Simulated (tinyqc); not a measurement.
# Avalanche multiplication and breakdown of a junction from ionisation integrals, step by step

A worked calculation. Computed by tinyqc, a small Python program that keeps every step. Command: `OMP_NUM_THREADS=1 python tinyqc.py 3008934 3008935 out.jsonl impact walk`. One thread of a shared host (Intel(R) Xeon(R) Processor @ 2.30GHz), about 0.01 s of CPU time with the checks. Intermediate numbers are printed to about 5 digits and carried at full precision; extremes and crossings named in words are read from the listed rows.

Ionisation coefficients follow the local field. Position x runs through the depletion layer from the p side (x = 0), where electrons enter, to the n side (x = w), where holes enter. The built-in voltage is neglected.

Inputs (values chosen for the exercise, modelled on 4H-SiC): electron prefactor a_n = 1.92e+08 1/cm; electron field b_n = 3.35e+07 V/cm; hole prefactor a_p = 3.67e+08 1/cm; hole field b_p = 2.54e+07 V/cm; exponent c = 1; permittivity eps = 9.7; drift-layer mobility mu = 120 cm^2/(V s); doping N of the lightly doped side = 2e+17 1/cm^3; bias as a fraction of the breakdown voltage = 0.92.

Junction: one-sided abrupt n+p.

Constants: e = 1.602176634e-19 C; eps_0 = 8.8541878128e-12 F/m.

## Breakdown

alpha_n = a_n exp(-(b_n/F)^c), alpha_p = a_p exp(-(b_p/F)^c). Field F = F_m (1 - s), w = eps eps_0 F_m/(e N), V = F_m w/2, with s = 1 - x/w (the peak lies at the n+ side). With Phi(x) = int_0^x (alpha_n - alpha_p) dx': 1 - 1/M_n = I_n = int_0^w alpha_n exp(-Phi) dx and M_p = M_n exp(-Phi(w)); trapezoid rule on 401 even points; breakdown at I_n = 1. Solve I_n(F_m) = 1.

critical field F_m = 3.5647 MV/cm

width at breakdown = 0.95545 micrometre

breakdown voltage = 170.30 V

## Coefficients at the critical field

The formulas are those given above.

alpha_n = 15921 1/cm

alpha_p = 2.9523e+05 1/cm

ratio k = alpha_p/alpha_n = 18.544

shorter ionisation length = 0.033872 micrometre

Holes ionise more readily at the peak field.

## Field and integrand below breakdown

Bias V = fraction times the breakdown voltage.

peak field = 3.4192 MV/cm

Every 50th point:
```
x (micrometre)  F (MV/cm)  alpha_n (1/cm)  alpha_p (1/cm)          Phi  I_n up to x
0.00000            0.0000               0               0            0            0
0.11455            0.4274      1.7480e-26      5.6841e-18  -1.1868e-24   2.9962e-33
0.22911            0.8548      1.8320e-09      4.5674e-05  -3.3315e-11   1.0338e-15
0.34366            1.2822      8.6374e-04      9.1481e-01  -1.4484e-06   1.0607e-09
0.45822            1.7096      5.9308e-01      1.2947e+02  -3.5310e-04   1.2648e-06
0.57277            2.1370      2.9864e+01      2.5274e+03  -1.0427e-02   9.7946e-05
0.68732            2.5644      4.0723e+02      1.8323e+04  -1.0526e-01   1.9881e-03
0.80188            2.9918      2.6323e+03      7.5426e+04  -5.6972e-01   2.2512e-02
0.91643            3.4192      1.0671e+04      2.1798e+05  -2.0766e+00   3.1289e-01
```

## Multiplication and noise

M_n = 1/(1 - I_n), M_p = M_n exp(-Phi(w)); McIntyre excess noise for the carrier with the larger M, F_x = k M + (1 - k)(2 - 1/M), with k = (smaller M - 1)/(larger M - 1).

M_n = 1.4554

M_p = 11.610

effective k = 0.042917

excess noise factor = 2.3300

Injecting holes gives the larger gain and, at equal gain, the lower noise.

## On-resistance of the drift layer

R_on = w/(e mu N) with w the width at breakdown; figure of merit V_B^2/R_on; for a triangular field it equals eps eps_0 mu F_m^3/4.

specific on-resistance = 0.024848 milliohm cm^2

V_B^2/R_on = 1167.1 MW/cm^2

eps eps_0 mu F_m^3/4 = 1167.1 MW/cm^2

## Gain against bias and Miller's formula

Miller's exponent n is defined by 1 - 1/M = (V/V_B)^n for the larger M.

Gain:
```
V/V_B   V (V)  F_m (MV/cm)     M_n     M_p  Miller exponent n
0.50    85.15       2.5206  1.0015    1.09             3.5779
0.60   102.18       2.7612  1.0063    1.28             2.9557
0.70   119.21       2.9825  1.0218    1.77             2.3248
0.80   136.24       3.1884  1.0743    3.15             1.7135
0.90   153.27       3.3818  1.3150    8.59             1.1743
0.95   161.78       3.4745  1.9035   21.04             0.9495
0.98   166.89       3.5289  3.7897   60.00             0.8320
0.99   168.59       3.5469  6.9800  125.53             0.7958
```

The larger gain passes 2 between 0.700 and 0.800 of V_B and reaches 126 at 0.99. Miller's exponent runs from 0.80 to 3.6, so it is not a constant: a fit holds over a narrow range only. From the first row to the last the voltage grows by a factor 1.98 and the peak field by 1.41.

Checks made by the program: the hole form of the condition, int alpha_p exp(Phi(w) - Phi) dx = 1 (relative difference 4e-04).
